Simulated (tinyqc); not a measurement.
Deformation potential from the mobility gain.

Problem. Tension X along [100] raises the x valleys by D = Xu (s11 - s12) X against the y and z valleys. Their share is f = w/(w + 2), w = exp(-D/Vt), and for current along [100] mu/mu0 = [f/ml + (1 - f)/mt]/[(1/ml + 2/mt)/3]. Find f, D and Xu.

Inputs (values chosen for the exercise); values close to those of silicon:

| symbol | value | unit | meaning |
|---|---|---|---|
| T | 300 | K | temperature |
| s11 | 7.68 | 1/TPa | compliance |
| s12 | -2.11 | 1/TPa | compliance |
| ml | 0.885 | m0 | longitudinal mass |
| mt | 0.195 | m0 | transverse mass |

Constants: q = 1.602176634e-19 C, kB = 1.380649e-23 J/K, Vt = kB T/q. Results are converted to the units shown.

mu/mu0 = 1.10249772
X = 140 MPa

Solution. The gain is linear in f; w = 2 f/(1 - f).

f = 0.2360
D = 12.45 meV
Xu = 9.080 eV

tinyqc, about 0.01 s, one thread, Intel Xeon 2.30GHz (shared host): `OMP_NUM_THREADS=1 python tinyqc.py 2530084 2530085 out.jsonl`
